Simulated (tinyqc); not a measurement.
# Polycrystalline film, grain-boundary barriers (Seto model): effect of the temperature

One-dimensional grains of size Lg with donors N; each boundary has Qt acceptor-like traps per area at one level Et below the band edge. Trapped electrons qt deplete a width w = qt/N (both sides together) and raise a barrier Vb = q N w^2/(8 eps0 eps_r). Current crosses the barriers by thermionic emission at small bias. Abrupt depletion, full ionisation, Boltzmann statistics.

Nc is given at 250 K and scales as (T/250 K)^1.5; mg and vc are fixed. Partly depleted grains: the density at the grain centre is n0 = N and qt = Qt/(1 + 2 (Nc/N) exp((Vb - Et)/Vt)). If that gives qt >= N Lg, the grains are fully depleted: qt = N Lg, w = Lg and n0 = 2 Nc exp((Vb - Et)/Vt)/(Qt/(N Lg) - 1). Resistivity: barriers rb = Vt exp(Vb/Vt)/(q n0 vc Lg), grain interior rg = (1 - w/Lg)/(q mg N); effective mobility 1/(q N (rb + rg)).

Values chosen for this exercise; values close to those of polycrystalline silicon: relative permittivity of the semiconductor eps_r = 11.7; grain size Lg = 200 nm; trap density at a boundary Qt = 3.2e12 cm^-2; donor density N = 1.3e17 cm^-3; mobility inside a grain mg = 190 cm^2/(V s); collection velocity at the barrier vc = 6.8e6 cm/s; conduction-band density of states at the reference temperature Nc = 2.13e19 cm^-3; trap level below the band edge Et = 0.49 eV.

Constants: q = 1.602176634e-19 C, kB = 1.380649e-23 J/K, Vt = kB T/q, eps0 = 8.8541878128e-14 F/cm where lengths are in cm. Results are converted to the units shown.

The same in every row: n0 (cm^-3) = 1.300e17.

Effect of the temperature:

| T (K) | w/Lg | Vb (V) | resistivity (ohm cm) |
|---|---|---|---|
| 220 | 0.6178 | 0.3837 | 4.121e6 |
| 250 | 0.6034 | 0.3661 | 1.822e5 |
| 280 | 0.5886 | 0.3482 | 1.580e4 |
| 310 | 0.5732 | 0.3303 | 2211 |
| 340 | 0.5574 | 0.3123 | 440.9 |
| 370 | 0.5411 | 0.2943 | 115.0 |
| 400 | 0.5243 | 0.2763 | 37.01 |
| 430 | 0.5070 | 0.2584 | 14.10 |

As T goes from 220 to 430 K, the barrier falls from 0.384 to 0.258 V and the resistivity falls from 4.12e6 to 14.1 ohm cm. The grains are fully depleted in 0 of the 8 rows. The activation energy between the first two rows is 0.493 eV.

tinyqc, about 0.01 s, one thread, Intel Xeon 2.30GHz (shared host): `OMP_NUM_THREADS=1 python tinyqc.py 2610040 2610041 out.jsonl`
